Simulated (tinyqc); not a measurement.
Worked calculation: hopping conduction between localised states. Computed by tinyqc, a small Python program that keeps every step. Command: `OMP_NUM_THREADS=1 python tinyqc.py 3010781 3010782 out.jsonl hop walk`. One thread of a shared host (Intel(R) Xeon(R) Processor @ 2.30GHz), about 0.01 s of CPU time with the checks. Intermediate numbers are printed to about 6 digits and carried at full precision; extremes and crossings named in words are read from the listed rows.

Energies are counted from the Fermi level. A small network shows the mechanism; the laws of an infinite system follow.

Inputs (values chosen for the exercise, for a model impurity band):
```
quantity                                    value          unit
localisation length xi                        5.2            nm
density of states g_0                     5.8e+18   1/(eV cm^3)
permittivity eps                              6.8             -
activation energy E_a to extended states      0.1            eV
prefactor of activated conduction              10          S/cm
prefactor of hopping                         0.27          S/cm
conductance scale G_0                           1  microsiemens
temperature T                                  70             K
```

Dimension: 3D.

sites of the small network (nm, nm, meV):
```
       x      y  energy
1      0   5.07   -1.63
2   5.41  10.29    0.64
3  16.09  10.14   -3.04
4  23.08   9.52   -11.2
5  30.01   3.01   13.55
6  36.96    4.4  -12.65
7  41.19   0.45   -2.22
8     49  13.39   -1.25
```

Constants: k_B = 8.617333262e-05 eV/K; e^2/(4 pi eps_0) = 14.39964548 eV angstrom.

## Pair exponents

Miller-Abrahams exponent s_ij = 2 r_ij/xi + (|E_i| + |E_j| + |E_i - E_j|)/(2 k_B T); G_ij = G_0 exp(-s_ij). The diagonal is set to 0 and not used.

s_ij, lower triangle (symmetric):
```
         1        2        3        4        5       6       7       8
1   0.0000
2   3.2678   0.0000
3   6.9924   4.7182   0.0000
4  10.8971   8.7654   4.5557   0.0000
5  14.0860  12.1135   8.7656   7.7600   0.0000
6  16.3148  14.5475  10.4221   7.7872   7.0694  0.0000
7  16.3097  14.7466  10.8522   9.6468   7.0256  4.3231  0.0000
8  19.3861  17.1210  13.2232  11.9365  10.7773  7.8763  6.1812  0.0000
```

## Kirchhoff solution

Site 1 is held at potential 1 and site 8 at 0; Kirchhoff's law sum_j G_ij (u_i - u_j) = 0 fixes the others; G = sum_j G_1j (1 - u_j). G_ij = G_0 exp(-s_ij).

potentials: 1.00000  0.98556  0.92625  0.88030  0.41239  0.26598  0.24346  0.00000

conductance G = 6.20530e-04 microsiemens

-ln(G/G_0) = 7.38494

## Critical path

Critical exponent s_c: the smallest value such that bonds with s_ij <= s_c connect site 1 with site 8.

critical exponent s_c = 7.76001

One such path is 1-2-3-4-5-7-8. -ln(G/G_0) = 7.38 against s_c = 7.76: the hardest unavoidable hop sets the conductance.

## The network against temperature

Miller-Abrahams exponent s_ij = 2 r_ij/xi + (|E_i| + |E_j| + |E_i - E_j|)/(2 k_B T); G_ij = G_0 exp(-s_ij). Site 1 is held at potential 1 and site 8 at 0; Kirchhoff's law sum_j G_ij (u_i - u_j) = 0 fixes the others; G = sum_j G_1j (1 - u_j). The last column is the length of the critical bond.

Network:
```
T (K)  -ln(G/G_0)      s_c  critical hop (nm)
21        11.4289  12.0282            26.9055
32         9.7443  10.2775            14.7942
49         8.2658   8.6859            14.7942
70         7.3849   7.7600             9.5082
100        6.7923   6.5291             9.5082
180        6.2305   5.9563            15.1142
350        5.9196   5.8868            15.1142
```

-ln(G/G_0) follows s_c within 0.6. The critical hop is 26.9 nm long at the lowest T and 15.1 nm at the highest: on cooling the carrier goes farther to find a site of nearer energy, which is variable-range hopping, though in so small a sample not at every step.

## Variable-range laws

Mott: T_M = 21.2/(k_B g_0 xi^3), exponent (T_M/T)^(1/4), mean hop r = (3/8) xi times the exponent. Efros-Shklovskii: T_ES = 2.8 e^2/(4 pi eps eps_0 k_B xi), exponent (T_ES/T)^(1/2). Coulomb gap width g_0^(1/2) (e^2/(4 pi eps eps_0))^(3/2). The numerical coefficients come from percolation theory and are given.

T_M = 301665 K

T_ES = 1323.20 K

Mott exponent = 8.10227

Efros-Shklovskii exponent = 4.34774

mean hop by the Mott formula = 15.7994 nm

Coulomb gap = 7.42127 meV

The larger exponent, here Mott, is the one that limits; the two are equal at T = 5.80 K, below which the Coulomb gap rules.

## Total conductivity

sigma = s_1 exp(-E_a/k_B T) + s_2 exp(-larger of the two exponents); reduced activation energy w = d ln(sigma)/d ln(T) by a central difference of +/- 1 %.

activated part = 6.31418e-07 S/cm

hopping part = 8.17697e-05 S/cm

conductivity = 8.24011e-05 S/cm

reduced activation energy w = 2.13733

Hopping carries 99 %. For sigma = s exp(-(T_0/T)^p), w = p (T_0/T)^p, so the slope of ln w against ln T gives -p.

Checks made by the program: current leaving the first site against current entering the last (relative difference below 1e-10).
